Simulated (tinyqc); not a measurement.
# Changing the hopping xi

Model: Gupta-type many-body potential for a metal. Computed by tinyqc, a small Python program. Command: `OMP_NUM_THREADS=1 python tinyqc.py 3017570 3017571 out.jsonl gupta sweep`. One thread of a shared host (Intel(R) Xeon(R) Processor @ 2.30GHz), about 0.02 s of CPU time with the checks.

E_i = sum_j A exp(-p (r_ij/r0 - 1)) - xi rho_i^gamma, with rho_i = sum_j exp(-2 q (r_ij/r0 - 1)); gamma = 1/2 is the tight-binding second-moment form. The crystal is fcc unless stated; d is the neighbour distance and a fixed number of shells is kept.

Inputs (values chosen for the exercise, modelled on nickel):
```
quantity                   value      unit
repulsion A               0.0392        eV
decay p                     17.1         -
decay q                     1.22         -
reference distance r0      2.491  angstrom
shells kept                    5         -
embedding exponent gamma     0.5         -
```

Constants: 1 eV/angstrom^3 = 160.2176634 GPa.

Method:
- fcc shells: d sqrt(k), k = 1..5, with 12, 6, 24, 12, 24 atoms; Omega = d^3/sqrt2.
- Equilibrium: dE/dd = 0; B = d^2 E''(d)/(9 Omega).
- Repulsion and density of one neighbour in each shell, and their sums.
- Each neighbour j of the vacancy loses one repulsive term and one density term: E_v = sum_shells count x {-repulsion - xi [(rho - density)^gamma - rho^gamma]}. (The removed atom returns to a bulk-like site, so its own energy cancels.)

One run for each value; columns: (1) hopping xi (eV); (2) cohesive energy E_c (eV); (3) neighbour distance d (angstrom); (4) bulk modulus B (GPa); (5) vacancy energy E_v (eV):
```
(1)       (2)     (3)     (4)     (5)
0.763  3.0070  2.5529  127.16  1.3640
0.872  3.4839  2.5311  148.99  1.5796
0.981  3.9671  2.5118  171.35  1.7980
1.090  4.4560  2.4945  194.20  2.0189
1.200  4.9546  2.4787  217.72  2.2440
1.310  5.4581  2.4644  241.66  2.4713
1.420  5.9660  2.4511  266.00  2.7006
1.530  6.4782  2.4389  290.72  2.9317
```

What does the table show, and why?

Over the rows, cohesive energy E_c (eV) rises from 3.01 to 6.48 (exponent d ln y / d ln x about 1.1 throughout); neighbour distance d (angstrom) falls from 2.55 to 2.44 (exponent d ln y / d ln x about -0.066 throughout); bulk modulus B (GPa) rises from 127 to 291 (exponent d ln y / d ln x about 1.2 throughout). With one shell E_c scales exactly as xi^(p/(p - 2 q gamma)), exponent 1.077: stronger attraction also shortens the bonds.
